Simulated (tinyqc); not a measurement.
Trap density from two Hall measurements.

Inverse problem. p-type body, charge-sheet picture, full ionisation (an idealisation for deep acceptors), Boltzmann statistics for free electrons. e = Ec - EF at the surface. psi = Eg - Vt ln(Nv/Na) - e; N_dep = sqrt(2 eps0 eps_r Na (psi - Vt)/q); n_f = sqrt(N_dep^2 + 2 eps0 eps_r Vt Nc exp(-e/Vt)/q) - N_dep; Vg = Vfb + psi + q (N_dep + n_t + n_f)/Cox, Cox = eps0 eox/tox. Find e and n_t at both points and the mean trap density between them.

Inputs (values chosen for the exercise); band and dielectric values close to those of silicon: temperature T = 250 K; band gap Eg = 1.13 eV; relative permittivity eps_r = 11.5; conduction-band density of states at T Nc = 2.15e19 cm^-3; valence-band density of states at T Nv = 1.99e19 cm^-3; relative permittivity of the insulator eox = 3.9; insulator thickness tox = 36 nm; acceptor density Na = 4.7e16 cm^-3; flat-band voltage without trapped charge Vfb = -0.93 V.

Constants: q = 1.602176634e-19 C, kB = 1.380649e-23 J/K, Vt = kB T/q, eps0 = 8.8541878128e-14 F/cm where lengths are in cm. Results are converted to the units shown.

Vg (V): 1.5017043  2.2528532
free sheet density from the Hall effect (cm^-2): 2.6179511e9  1.4757619e11

Answer. Each n_f fixes e; what the gate voltage holds beyond psi, N_dep and n_f is trapped; the difference quotient is the density, smeared over a few Vt.

e (eV): 0.1590  0.06900
n_t (cm^-2): 2.504e11  4.638e11
mean trap density = 2.372e12 cm^-2 eV^-1

Program tinyqc, `OMP_NUM_THREADS=1 python tinyqc.py 2222198 2222199 out.jsonl`; Intel Xeon 2.30GHz, shared host, one thread, about 0.02 s.
